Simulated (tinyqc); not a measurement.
Worked calculation: bottom-up copper filling of a trench by curvature-enhanced accelerator coverage. Computed by tinyqc, a small Python program that keeps every step. Command: `OMP_NUM_THREADS=1 python tinyqc.py 3013454 3013455 out.jsonl superfill walk`. One thread of a shared host (Intel(R) Xeon(R) Processor @ 2.30GHz), about 0.04 s of CPU time with the checks. Intermediate numbers are printed to about 5 digits and carried at full precision; extremes and crossings named in words are read from the listed rows.

A rectangular trench keeps vertical walls and a flat floor. An accelerator floats on the surface; where area is lost in the corners it is passed on to the floor.

Inputs (values chosen for the exercise, close to those used for damascene copper plating):

| quantity | value | unit |
|---|---|---|
| trench width w | 77 | nm |
| aspect ratio h/w | 1 | - |
| exchange current of the suppressed surface i_0 | 0.012 | mA/cm^2 |
| exchange current of the accelerated surface i_1 | 1.2 | mA/cm^2 |
| transfer coefficient alpha | 0.45 | - |
| overpotential eta | 0.18 | V |
| starting coverage theta_0 | 0.051 | - |
| adsorption rate k_a | 0 | 1/s |
| cupric ion concentration C | 0.87 | mol/l |
| diffusivity D | 4.6e-06 | cm^2/s |
| boundary layer delta | 21 | um |
| temperature T | 298 | K |

Constants: e = 1.602176634e-19 C; N_A = 6.02214076e+23 1/mol; k_B = 8.617333262e-05 eV/K.

## Velocities

Kinetic current i_k = [i_0 (1 - theta) + i_1 theta] exp(alpha eta/(k_B T)), limit i_L = 2 F D C/delta, i = 1/(1/i_k + 1/i_L); velocity v = i Omega/(2F), Omega = 7.11 cm^3/mol, F = e N_A. Depletion inside the trench is ignored.

limiting current i_L = 367.75 mA/cm^2

velocity at theta = 0 = 0.10354 nm/s

velocity at theta_0 = 0.62389 nm/s

velocity at theta = 1 = 9.6256 nm/s

ratio v(1)/v(theta_0) = 15.428

Without acceleration the walls meet when the floor has risen by w/2, so a seam-free fill needs a mean floor-to-wall speed ratio of at least 2 h/w = 2.

## First rates

At the start theta_b = theta_s = theta_0 and x = w/2: d theta_b/dt = k_a (1 - theta_0) + 2 theta_0 v/x (theta_b on the floor, theta_s on the walls, x the half width). At this initial relative rate the doubling time without adsorption would be x ln2/(2 v).

rate from adsorption = 0 1/s

rate from area loss = 0.0016529 1/s

doubling time = 21.387 s

## Filling

Half width x, floor height y, depth h = aspect ratio x w. dx/dt = -v_s, dy/dt = v_b. d theta_b/dt = k_a (1 - theta_b) + [theta_s v_b + theta_b v_s]/x: the floor takes the accelerator of the wall it covers and keeps its own as it narrows. d theta_s/dt = k_a (1 - theta_s). theta_b is capped at 1. Integrate (tolerance 1e-9) until the walls meet (x = 0.02 w/2) or the floor passes the original mouth y = h. Start: x = w/2, y = 0, theta_b = theta_s = theta_0. Height filled = y/h, opening left = x/(w/2).

Course of the fill (nine evenly spaced times):

| t (s) | x (nm) | y (nm) | theta_b | theta_s | v_b/v_s |
|---|---|---|---|---|---|
| 0.000 | 38.500 | 0.000 | 0.05100 | 0.051 | 1.0000 |
| 5.477 | 35.083 | 3.692 | 0.06133 | 0.051 | 1.1682 |
| 10.953 | 31.666 | 8.043 | 0.07496 | 0.051 | 1.3896 |
| 16.430 | 28.250 | 13.277 | 0.09347 | 0.051 | 1.6897 |
| 21.906 | 24.833 | 19.727 | 0.11958 | 0.051 | 2.1115 |
| 27.383 | 21.416 | 27.930 | 0.15820 | 0.051 | 2.7323 |
| 32.859 | 17.999 | 38.791 | 0.21900 | 0.051 | 3.7026 |
| 38.336 | 14.583 | 53.986 | 0.32345 | 0.051 | 5.3492 |
| 43.812 | 11.166 | 77.000 | 0.52755 | 0.051 | 8.4943 |

time at the end = 43.812 s

share of the height filled from the floor = 1

opening left, as a share of w = 0.29002

The floor escapes with 29 % of the opening left: a seam-free fill, and the enriched floor will overshoot into a bump. Caution: real profiles develop slanted corners, and accelerator is consumed; both are left out.

## The window in starting coverage

The formulas are those given above.

Outcome:

| theta_0 | v(1)/v(theta_0) | height filled | opening left | time (s) |
|---|---|---|---|---|
| 0.001 | 84.599 | 0.7954 | 0.02000 | 331.61 |
| 0.003 | 71.695 | 1.0000 | 0.06468 | 268.21 |
| 0.010 | 46.752 | 1.0000 | 0.18735 | 151.96 |
| 0.020 | 31.244 | 1.0000 | 0.24424 | 94.45 |
| 0.050 | 15.684 | 1.0000 | 0.28939 | 44.58 |
| 0.100 | 8.594 | 1.0000 | 0.30465 | 23.90 |
| 0.200 | 4.537 | 1.0000 | 0.26150 | 13.40 |
| 0.400 | 2.359 | 1.0000 | 0.02299 | 9.22 |
| 0.800 | 1.229 | 0.5960 | 0.02000 | 4.82 |

The fill succeeds for theta_0 from 0.003 to 0.4 among these rows, with the widest margin at 0.1. Too little accelerator takes too long to concentrate. Too much speeds the walls as well and removes the contrast.

Checks made by the program: conservation of accelerator while theta_b is below 1 (relative difference 3e-10).
